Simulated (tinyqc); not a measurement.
Inside a calculation: polar nitride quantum well with polarisation fields. Values are carried at full precision from step to step, so a last printed digit may differ when a step is redone from the rounded ones.

Growth along [0001]. e_par = (a_sub - a)/a, Ppz = 2 e_par (e31 - e33 C13/C33), P = Psp + Ppz in each layer; strain relaxation and the strain shift of the gaps are left out, although thick layers with more than about 1 % mismatch would relax.

Constants: hbar^2/2m0 = 3.80998211 eV angstrom^2; hc = 1239.841984 eV nm.

Parameters, chosen for this exercise (near those of a GaN well in AlGaN; shifted at random, so the results belong to these values and not to a real crystal):
```
symbol  value    unit      meaning
a_w     3.189    angstrom  lattice constant a, well
a_b     3.168    angstrom  lattice constant a, barrier
a_sub   3.168    angstrom  in-plane lattice constant of the stack
Psp_w   -0.0351  C/m^2     spontaneous polarisation
Psp_b   -0.0442  C/m^2     spontaneous polarisation
e31_w   -0.335   C/m^2
e31_b   -0.4     C/m^2
e33_w   0.674    C/m^2
e33_b   0.85     C/m^2
C_w     0.266              C13/C33
C_b     0.279              C13/C33
Lw      28       angstrom  well width
Lb      45       angstrom  barrier width
eps_w   10.2               dielectric constant
eps_b   10.4               dielectric constant
Eg      3.44     eV        gap of the well
Vc      0.406    eV        conduction offset
Vv      0.191    eV        valence offset
me      0.2      m0        electron, well
meb     0.232    m0        electron, barrier
mh      1.36     m0        hole, everywhere
```

## Strain and polarisation

Give strain and polarisation of well and barrier; the bound sheet charge is |P_w - P_b|/e with e = 1.602176634e-19 C.

Layers:
```
layer       e_par  Ppz (C/m^2)  P (C/m^2)
well     -0.00659      0.00677   -0.02833
barrier   0.00000      0.00000   -0.04420
```

sheet charge = 0.991 x 1e13/cm^2

Of P_w - P_b = +0.0159 C/m^2 the piezoelectric part gives +0.0068 and the spontaneous part +0.0091.

## Built-in fields

In a periodic stack without free charge the potential drop over a period vanishes: F_w = (P_b - P_w) Lb/(eps0 (eps_w Lb + eps_b Lw)), F_b = -F_w Lw/Lb, eps0 = 8.8541878e-12 F/m; 1 MV/cm = 1e8 V/m = 0.01 V/angstrom.

Give both fields and the drop |F_w| Lw across the well.

F_w = -1.075 MV/cm
F_b = 0.669 MV/cm
drop = 0.301 eV

## Levels with and without the field

Envelope functions on cells of 0.25 angstrom over barrier, well, barrier (widths Lb, Lw, Lb), psi = 0 beyond, psi'/m continuous (mean mass between points), c = hbar^2/2m0. With u(z) the integral of e F (F_w in the well, F_b = -F_w Lw/Lb in the barriers, 1 MV/cm = 0.01 V/angstrom), zero at the centre of the well, the electron sees u plus Vc in the barriers and the hole -u plus Vv. The transition is Eg + E_e + E_h; excitons are left out.

Ground states of electron and hole, their centres, the squared overlap, the transition and its wavelength hc/E.

Results:
```
case            E_e (eV)  E_h (eV)  <z>_e  <z>_h  overlap^2  E (eV)     nm
no field          0.1006    0.0216    0.0    0.0      0.967  3.5621  348.1
built-in field    0.0784   -0.0337    4.6   -8.6      0.355  3.4847  355.8
```

The field shifts the line by -77 meV, pulls the carriers 13.2 angstrom apart and, with the rate proportional to overlap^2, lengthens the radiative lifetime by a factor 2.72.

## Estimate from two triangular wells

For a strong field: E = Eg - |e F_w| Lw + a0 (c (e F_w)^2)^(1/3) (me^(-1/3) + mh^(-1/3)), a0 = 2.338107, hard walls, c = hbar^2/2m0, 1 MV/cm = 0.01 V/angstrom.

electron term = 0.3042 eV
hole term = 0.1606 eV
E = 3.6037 eV

The electron term exceeds the drop across the well, so the electron still feels the far wall and the estimate is outside its range. Against the grid result 3.4847 eV the estimate errs by +119 meV: +75 from the electron and +44 from the hole, since hard walls stand in for offsets of 0.406 and 0.191 eV into which the carriers leak.

## Checks

- Electron level without field against the matching condition of the square well, eV: both 0.101.

Run: tinyqc, `OMP_NUM_THREADS=1 python tinyqc.py 1282371 1282372 out.jsonl`; Intel(R) Xeon(R) Processor @ 2.30GHz, one thread, shared host; about 0.08 s of CPU time with all checks.
